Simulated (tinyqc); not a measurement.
## Threshold-voltage variability of a planar MOSFET, analytic estimates: scaling length and width together

Three independent sources add in quadrature: random dopants in the depleted layer, metal-gate grains of two orientations, and roughness of the two gate edges acting through the roll-off VT = VT(long) - Vr exp(-L/l). These are first-order estimates: no three-dimensional electrostatics, no percolation.

ni = sqrt(Nc Nv) exp(-Eg/(2 Vt)), Eg in volts; Cox = 3.9 eps0/ti; Wd = sqrt(4 eps0 eps_r Vt ln(Na/ni)/(q Na)); dopants: s1 = (q/Cox) sqrt(Na Wd/(3 L W)). Grains: Ng = L W/G^2 (at least 1), s2 = dW sqrt(p (1 - p)/Ng). Edges, with exponential correlation and u = W/La: the mean gate length has sL^2 = 2 De^2 (2/u)[1 - (1 - exp(-u))/u]; s3 = sL (Vr/l) exp(-L/l). s = sqrt(s1^2 + s2^2 + s3^2). l and Vr are held fixed. W = 2.888888889 L in every row; l is held fixed.

Parameters, values chosen for the exercise; material values close to those of germanium:
- T = 273 K (temperature)
- Eg = 0.656 eV (band gap)
- eps_r = 15.9 (relative permittivity of the semiconductor)
- Nc = 9.03e18 cm^-3 (conduction-band density of states at T)
- Nv = 5.29e18 cm^-3 (valence-band density of states at T)
- Na = 2.4e18 cm^-3 (channel doping)
- ti = 2.2 nm (oxide-equivalent thickness in inversion)
- G = 15 nm (metal grain size)
- dW = 0.2 eV (work-function difference of the two grain orientations)
- p = 0.3 (share of the orientation of higher work function)
- De = 0.6 nm (rms roughness of one gate edge)
- La = 15 nm (correlation length of the roughness)
- l = 9.9 nm (decay length of the threshold roll-off)
- Vr = 2 V (prefactor of the roll-off)

Constants: q = 1.602176634e-19 C, kB = 1.380649e-23 J/K, Vt = kB T/q, eps0 = 8.8541878128e-14 F/cm where lengths are in cm. Results are converted to the units shown.

Results:
```
L (nm)  s1 (mV)  s2 (mV)    s3 (mV)  s (mV)  s sqrt(L W) (mV um)
29       26.886   27.891     4.9684  39.057               1.9251
36       21.658   22.468     2.2442  31.288               1.9144
44       17.720   18.383    0.91848  25.550               1.9107
66       11.814   12.255   0.083061  17.022               1.9095
81       9.6258   9.9857   0.016608  13.870               1.9095
99       7.8757   8.1702  0.0024536  11.348               1.9095
```

Estimate the missing row, L = 54 nm.

Computed row:
```
L (nm)  s1 (mV)  s2 (mV)  s3 (mV)  s (mV)  s sqrt(L W) (mV um)
54       14.439   14.979  0.30565  20.807               1.9097
```

With this row back in the table: As L goes from 29 to 99 nm, s falls from 39.1 to 11.3 mV. The grains are the largest source in the first and the last row. The product s sqrt(L W) falls from 1.93 to 1.91 mV um: s1 and s2 go as 1/sqrt(L W), so the change comes from s3 alone.

Program tinyqc, `OMP_NUM_THREADS=1 python tinyqc.py 2090154 2090155 out.jsonl`; Intel Xeon 2.30GHz, shared host, one thread, about 0.01 s.
